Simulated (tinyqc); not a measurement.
Cluster expansion of a binary alloy: correlations, fit, cross-validation and ground states. From mixing enthalpy H_mix back to second-pair interaction V2. Computed by tinyqc, a small Python program. Command: `OMP_NUM_THREADS=1 python tinyqc.py 3027248 3027249 out.jsonl clex inv`. One thread of a shared host (Intel(R) Xeon(R) Processor @ 2.30GHz), about 0.07 s of CPU time with the checks.

s = +1 for A and -1 for B. Energy per site E = J0 + J1 P(point) + sum over clusters of m V P, with P the mean product of spins; V > 0 on a pair favours unlike neighbours. Clusters per site m: pair 1 2, pair 2 2, pair 3 2, triplet 4; the triplet is two first-neighbour bonds at a right angle. Formation energies are counted from the line between pure A and pure B, which removes J0 and J1.

Inputs (values chosen for the exercise, for a model alloy): first-pair interaction V1 = 35.8 meV; third-pair interaction V3 = 2 meV; triplet interaction Vt = -2.2 meV; temperature T = 3300 K; fraction x of B = 0.56.

Lattice: square.

Constants: k_B = 8.617333262e-05 eV/K.

Method. Random alloy: P(pair) = p^2, P(triplet) = p^3, p = 1 - 2x, so H_mix = (p^2 - 1) sum m V(pairs) + (p^3 - p) m Vt; G_mix = H_mix + k_B T [x ln x + (1 - x) ln(1 - x)]. To first order in 1/T the Warren-Cowley parameter of shell 1 is alpha_1 = -(1 - p^2) V_eff/(k_B T), V_eff = V1 + (number of triplets on a first-neighbour bond) p Vt, that number being 4.

Task: A run gave the result below. Find the second-pair interaction V2, known to lie between -1 and -0.51 meV.

mixing enthalpy H_mix = -73.93124 meV/site

Result:

Each step takes the trial c = (a f_b - b f_a)/(f_b - f_a), f being the result less the target; c replaces end b, the old b replaces a if the sign of f changed, and otherwise f_a is halved.

Scan of the range:
```
second-pair interaction V2 (meV)  mixing enthalpy H_mix (meV/site)
-1.000                                                    -73.5810
-0.918                                                    -73.7426
-0.837                                                    -73.9023
-0.755                                                    -74.0639
-0.673                                                    -74.2255
-0.592                                                    -74.3852
-0.510                                                    -74.5468
```

False position (Illinois rule) inside the bracket:
```
step   end a   end b      trial  mixing enthalpy H_mix (meV/site)
1     -0.837  -0.755  -0.822298                         -73.93124
```

Mixing enthalpy H_mix falls at every point of a 13-point scan of the range (every second point is shown), so one value fits; it is bracketed by -0.837 and -0.755. The scan shows a straight line, so linear interpolation between any two rows gives the answer at once. Answer: second-pair interaction V2 = -0.8223 meV.
